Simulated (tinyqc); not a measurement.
Inside a calculation. Method: ROHF in the sto-3g basis, for H4+, spin multiplicity 2. One step of it, computed by the program tinyqc.

Problem. Iteration 1: diagonalisation and new density. Diagonalise F' = X^T F X, C = X C', fill 2 alpha and 1 beta electrons from the bottom; D(s) = C_occ C_occ^T. Each column has its largest component positive (the first on a tie).

effective F (hartree), lower triangle:
```
           1H 1s      2H 1s      3H 1s      4H 1s
1H 1s  -0.311257
2H 1s  -0.132673  -0.388012
3H 1s  -0.025267  -0.073791  -0.388012
4H 1s  -0.001081  -0.025267  -0.132673  -0.311257
```

X:
```
               1          2          3         4
1H 1s  -0.545948   0.626973   0.498740  0.383226
2H 1s   0.678652  -0.509705   0.401216  0.471395
3H 1s  -0.678652  -0.509705  -0.401216  0.471395
4H 1s   0.545948   0.626973  -0.498740  0.383226
```

Give: F' = X^T F X; orbital energies; coefficients C; D(alpha) after iteration 1; D(beta) after iteration 1.

Solution.

F' = X^T F X (hartree), lower triangle:
```
        1       2       3       4
1  -0.315
2   0.000  -0.284
3  -0.028   0.000  -0.341
4   0.000   0.040   0.000  -0.411
```

orbital energies (hartree): MO1 -0.423, MO2 -0.359, MO3 -0.298, MO4 -0.272

coefficients C:
```
         MO1     MO2     MO3     MO4
1H 1s  0.194   0.129   0.728   0.709
2H 1s  0.594   0.702  -0.358  -0.359
3H 1s  0.594  -0.702   0.358  -0.359
4H 1s  0.194  -0.129  -0.728   0.709
```

D(alpha) after iteration 1, lower triangle:
```
       1H 1s   2H 1s  3H 1s  4H 1s
1H 1s  0.054
2H 1s  0.206   0.846
3H 1s  0.025  -0.140  0.846
4H 1s  0.021   0.025  0.206  0.054
```

D(beta) after iteration 1, lower triangle:
```
       1H 1s  2H 1s  3H 1s  4H 1s
1H 1s  0.038
2H 1s  0.115  0.353
3H 1s  0.115  0.353  0.353
4H 1s  0.038  0.115  0.115  0.038
```
